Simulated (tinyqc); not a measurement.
Binding against well width: donor or exciton in a quantum well (variational effective-mass method). Computed by tinyqc, a small Python program. Command: `OMP_NUM_THREADS=1 python tinyqc.py 3012438 3012439 out.jsonl welldonor walk`. One thread of a shared host (Intel(R) Xeon(R) Processor @ 2.30GHz), about 0.05 s of CPU time with the checks.

H = -nabla^2 - 2/|r - r_i| + V(z) in effective units; trial function psi = f(z) exp(-|r - r_i|/lambda), f the ground state of the well. Mass and screening are the same in well and barrier; l = L/a* is the width in effective units. Bands are flat: no polarisation or applied field.

Inputs (values chosen for the exercise, modelled on beta-Ga2O3):
```
quantity,value,unit
electron mass m,0.276,m_0
dielectric constant eps,10.1,-
well width L,2.3,nm
donor position z_i/L from the centre,0,-
```

Centre: donor. Barriers: infinite.

Constants: Ry = 13.605693123 eV; a_0 = 0.529177210903 angstrom; hbar^2/(2 m_0) = 3.80998212 eV angstrom^2.

Method:
- Ry* = Ry m/eps^2, a* = a_0 eps/m; l = L/a*.
- k = pi/l; f = cos(k z) inside and zero outside; subband energy k^2 Ry*.
- Binding E_b(lambda) = -1/lambda^2 + 4 A/(lambda B), with A = int f^2 exp(-2 s/lambda) dz, B = int f^2 exp(-2 s/lambda)(1 + 2 s/lambda) dz and s = |z - z_i|; 40 Gauss-Legendre points on each piece between the walls at z = -l/2 and l/2 and z_i.
- Each row maximises over lambda (golden section, 0.3 to 4).

a* = 1.93648 nm

Ry* = 36.8118 meV

Against width:
```
L (nm),lambda (a*),binding (Ry*),binding (meV)
0.69,0.6536,2.9809,109.73
1.30,0.7418,2.5437,93.64
2.30,0.8434,2.1268,78.29
4.10,0.9554,1.7311,63.73
7.40,1.0438,1.3986,51.48
```

The binding is largest in the narrowest well, 2.981 Ry* at 0.69 nm, on the way to 4. In the widest well it is 1.399 Ry*. In the narrow rows the confinement energy passes real barrier heights: infinite walls and a parabolic band fail, and with real barriers the binding peaks and falls. Caution: so narrow a well has large confinement energy, where non-parabolicity and barrier penetration matter.

Extremes, crossings and ranges named in words are read from the listed rows.
